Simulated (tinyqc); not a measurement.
Cahn-Hilliard equation on a periodic one-dimensional grid: one step, computed by the program tinyqc.

Free energy F = h sum_j [A (c_j^2 - 1)^2/4 + (kappa/2) ((c_(j+1) - c_j)/h)^2]; dc/dt = Lap(mu), mu = A (c^3 - c) - kappa Lap(c), Lap(y)_j = (y_(j+1) - 2 y_j + y_(j-1))/h^2, mobility 1; the grid has n = 16 points.

Problem. Linear stability. f'' = A (3 c0^2 - 1). Mode m has lambda_m = (4/h^2) sin^2(pi m/n) and the rate w_m = -lambda_m (f'' + kappa lambda_m). In the continuum the fastest wavelength is 2 pi sqrt(2 kappa/|f''|) with the rate f''^2/(4 kappa). Explicit steps near c = +-1, where f'' = 2A, are stable for dt < 2/(16 kappa/h^4 + 8 A/h^2).

Inputs (values chosen for the exercise, in reduced units):

| quantity | value | unit |
|---|---|---|
| spacing h | 0.91 | - |
| well depth A | 1.2 | - |
| gradient coefficient kappa | 0.46 | - |
| mean composition c0 | -0.37 | - |

Give: f''; Modes of the grid; fastest wavelength; largest rate; explicit limit of dt.

Solution.

f'' = -0.70716

Modes of the grid:

| m | lambda_m | w_m |
|---|---|---|
| 1 | 0.184 | 0.114 |
| 2 | 0.707 | 0.270 |
| 3 | 1.491 | 0.032 |
| 4 | 2.415 | -0.975 |
| 5 | 3.339 | -2.768 |
| 6 | 4.123 | -4.904 |
| 7 | 4.646 | -6.646 |
| 8 | 4.830 | -7.317 |

fastest wavelength = 7.167

largest rate = 0.2718

explicit limit of dt = 0.08958
